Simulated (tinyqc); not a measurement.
Thin-film transistor with exponential tail and deep states, accumulation layer: one step of the calculation.

An undoped film in accumulation, thicker than the space-charge layer. With band bending psi the Fermi level lies E0 - psi below the band edge. Free electrons n = n0 exp(psi/Vt) carry the current; electrons in two exponential distributions of traps, a = a0 exp(psi/Va) and d = d0 exp(psi/Vp), do not. Linear regime, ohmic contacts, traps in equilibrium.

Question. Free and total charge, current. Va = kB Tt/q, Vp = kB Td/q. G(psi) = sum over the three kinds of c0 [V (exp(psi/V) - 1) - psi], field F = sqrt(2 q G/(eps0 eps_r)); Vg = psi + eps0 eps_r F/Ci at the surface. Total charge Q = Ci (Vg - psi_s); free charge Qf = q times the integral of n0 (exp(psi/Vt) - 1)/F over psi from 0 to psi_s; I = (W/L) mb Qf Vd; effective mobility mb Qf/Q.

Inputs (values chosen for the exercise); values close to those of amorphous indium gallium zinc oxide: temperature T = 250 K; relative permittivity of the semiconductor eps_r = 10; band mobility mb = 20 cm^2/(V s); characteristic temperature of the tail Tt = 370 K; characteristic temperature of the deep states Td = 2100 K; gate capacitance Ci = 17 nF/cm^2; ratio W/L WL = 2; drain voltage Vd = 0.2 V; gate voltage above flat band Vg = 11 V.

Constants: q = 1.602176634e-19 C, kB = 1.380649e-23 J/K, Vt = kB T/q, eps0 = 8.8541878128e-14 F/cm where lengths are in cm. Results are converted to the units shown.

psi_s = 0.392302773 V
n0 = 1.22308426e10 cm^-3
a0 = 1.24724460e13 cm^-3
d0 = 5.51627054e15 cm^-3

Wanted: surface densities; Q; Qf; effective mobility; I.

Answer.

surface densities (cm^-3): free 9.9068e17, tail 2.7512e18, deep 4.8209e16
Q = 180.33 nC/cm^2
Qf = 25.020 nC/cm^2
effective mobility = 2.7748 cm^2/(V s)
I = 200.16 nA

Numbers from tinyqc (`OMP_NUM_THREADS=1 python tinyqc.py 2610121 2610122 out.jsonl`; about 0.02 s on one thread of a shared Intel Xeon 2.30GHz).
